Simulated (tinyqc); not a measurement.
From results back to parameters: standing waves and exposure in a photoresist film. Three cases, with inputs chosen for the exercise.

Problem. Bleaching of a resist on an index-matched plate: T(0) = T12 exp(-(A + B) d), T(end) = T12 exp(-B d), T12 = 1 - ((n1 - 1)/(n1 + 1))^2, and the first slope dT/dD = T(0) C A T12 (1 - exp(-(A + B) d))/(A + B). Here d = dT and D is the dose; A, B and C are hidden.

Case 1.

Values chosen (out of a larger set: a resist on polySi, indices near tabulated ones; not measured data): n1 = 1.67 (resist index); dT = 0.647 micrometre (resist thickness on an index-matched plate).

T(0) = 0.530254
T(end) = 0.884026
dT/dD = 0.0044536 cm^2/mJ

Case 2.

Values chosen (out of a larger set: a resist on Si, indices near tabulated ones; not measured data): n1 = 1.677 (resist index); dT = 0.919 micrometre (resist thickness on an index-matched plate).

T(0) = 0.428595
T(end) = 0.885828
dT/dD = 0.0080855 cm^2/mJ

Case 3.

Values chosen (out of a larger set: a resist on Si, indices near tabulated ones; not measured data): n1 = 1.775 (resist index); dT = 0.483 micrometre (resist thickness on an index-matched plate).

T(0) = 0.563343
T(end) = 0.585537
dT/dD = 0.00041202 cm^2/mJ

Find: A; B; C.

Solution. A = ln(T(end)/T(0))/d, B = ln(T12/T(end))/d, and the slope then gives C.

Case 1.

A = 0.79 1/micrometre
B = 0.09 1/micrometre
C = 0.023 cm^2/mJ

Case 2.

A = 0.79 1/micrometre
B = 0.06 1/micrometre
C = 0.040 cm^2/mJ

Case 3.

A = 0.08 1/micrometre
B = 0.94 1/micrometre
C = 0.026 cm^2/mJ

Computed by tinyqc, one run a case: `OMP_NUM_THREADS=1 python tinyqc.py N N+1 out.jsonl` with N = 1681033, 1681070, 1681096; one thread of a shared Intel(R) Xeon(R) Processor @ 2.30GHz, about 0.01 s a run at most.
